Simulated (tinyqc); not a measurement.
## Pillar capacitor in an array: capacitance, non-linearity, leakage and relaxation: charge lost after writing

A film between two metal electrodes, each interface adding a series capacitance ci. The small-signal permittivity is ek (1 + aq E^2); the field is found with the linear permittivity. Leakage J = J0 sinh(E/Ef). After a voltage step the film passes a relaxation current kr C V tt^(-nr), tt being the time in seconds. The sidewall is a coaxial capacitor with radii a = dm/2 and b = dm/2 + t, depth AR dm; the end face is left out.

Planar film: Cf = eps0 ek/t, 1/C = 1/Cf + 2/ci, EOT = 3.9 eps0/C, effective permittivity C t/eps0, E = (V/t) C/Cf. A capacitor written for t0 and then left open loses, as a share of C V, kr (tt^(1 - nr) - t0^(1 - nr))/(1 - nr) by relaxation and J tt/(C V) by leakage; both are taken as small, and rows far outside that range are left out.

Parameters, values chosen for the exercise; permittivity of the order of that of tantalum oxide: relative permittivity of the film ek = 26.9; film thickness t = 7.1 nm; capacitance of each electrode interface (dead layer and screening) ci = 1000 uF/cm^2; quadratic field coefficient of the permittivity aq = 0.0084 cm^2/MV^2; bias V = 1 V; exponent of the relaxation current nr = 0.94; strength of the relaxation kr = 0.0012; leakage prefactor J0 = 1.3e-11 A/cm^2; field for an e-fold rise of the leakage Ef = 0.17 MV/cm; duration of the write pulse t0 = 2e-8 s.

Constants: eps0 = 8.8541878128e-14 F/cm where lengths are in cm. Results are converted to the units shown.

The same in every row: leakage current (nA/cm^2) = 24.38.

Result of one run:

| tt (s) | relaxation current (nA/cm^2) | loss by relaxation (%) | loss by leakage (%) | total loss (%) |
|---|---|---|---|---|
| 0.0001 | 2.301e4 | 0.4605 | 7.317e-5 | 0.4606 |

What becomes of these results when the time since the start of the write pulse tt is changed from 0.0001 to 0.01 s, all else the same?

Result of the changed run:

| tt (s) | relaxation current (nA/cm^2) | loss by relaxation (%) | loss by leakage (%) | total loss (%) |
|---|---|---|---|---|
| 0.01 | 303.3 | 0.8268 | 0.007317 | 0.8341 |

The whole series:

| tt (s) | relaxation current (nA/cm^2) | loss by relaxation (%) | loss by leakage (%) | total loss (%) |
|---|---|---|---|---|
| 1e-6 | 1.746e6 | 0.1826 | 7.317e-7 | 0.1826 |
| 1e-5 | 2.004e5 | 0.3120 | 7.317e-6 | 0.3120 |
| 0.0001 | 2.301e4 | 0.4605 | 7.317e-5 | 0.4606 |
| 0.001 | 2642 | 0.6310 | 7.317e-4 | 0.6317 |
| 0.01 | 303.3 | 0.8268 | 0.007317 | 0.8341 |
| 0.1 | 34.83 | 1.052 | 0.07317 | 1.125 |
| 1 | 3.999 | 1.310 | 0.7317 | 2.041 |

The two currents are equal at tt = 0.146 s. The loss by relaxation grows from 0.183 to 1.31 %, by 0.129 points over the first decade and 0.258 over the last, while the loss by leakage grows tenfold a decade. Relaxation is the larger loss in every row.

Program tinyqc, `OMP_NUM_THREADS=1 python tinyqc.py 2102071 2102072 out.jsonl`; Intel Xeon 2.30GHz, shared host, one thread, about 0.01 s.
